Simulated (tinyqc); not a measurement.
Critical temperature from a phonon spectrum: McMillan, Allen-Dynes and the linearised Eliashberg equation: one step, computed by the program tinyqc. Command: `OMP_NUM_THREADS=1 python tinyqc.py 3022830 3022831 out.jsonl eliashberg walk`. One thread of a shared host (Intel(R) Xeon(R) Processor @ 2.30GHz), about 0.03 s of CPU time with the checks.

alpha^2 F(omega) = sum_i (lambda_i omega_i/2) delta(omega - omega_i), so that lambda = 2 int alpha^2 F/omega d omega = sum_i lambda_i.

Task: The small kernel at the trial temperature. Linearised Eliashberg equation at omega_n = (2n + 1) pi k_B T, n = 0..N-1: lambda(j) = sum_i lambda_i omega_i^2/(omega_i^2 + (2 pi j k_B T)^2); K_mn = lambda(m - n) + lambda(m + n + 1) - 2 mu*(N) - delta_mn [2m + 1 + lambda(0) + 2 sum_(j=1..m) lambda(j)], with 1/mu*(N) = 1/mu* + ln(omega_rms/omega_N), omega_N = (2N + 1) pi k_B T. T_c is where the largest eigenvalue rho of K is zero.

Inputs (values chosen for the exercise, for a model metal):
```
quantity,value,unit
peak energy omega_1,12,meV
coupling lambda_1,0.433,-
peak energy omega_2,32,meV
coupling lambda_2,0.182,-
Coulomb pseudopotential mu*,0.12,-
trial temperature,11.6,K
Matsubara points N in the small matrix,5,-
```

Peaks in alpha^2 F: two.

omega_rms = 20.11027 meV

Constants: k_B = 8.617333262e-05 eV/K.

Give: lambda(j), j = 0, 1, ...; mu*(N); K.

Result:

lambda(j), j = 0, 1, ...: [0.6150, 0.5151, 0.3643, 0.2601, 0.1930, 0.1479, 0.1161, 0.0930, 0.0759, 0.0628]

mu*(N) = 0.1283

K:
```
,1,2,3,4,5
1,-0.74,0.62,0.37,0.20,0.08
2,0.62,-4.03,0.45,0.26,0.12
3,0.37,0.45,-6.87,0.37,0.20
4,0.20,0.26,0.37,-9.44,0.33
5,0.08,0.12,0.20,0.33,-11.86
```
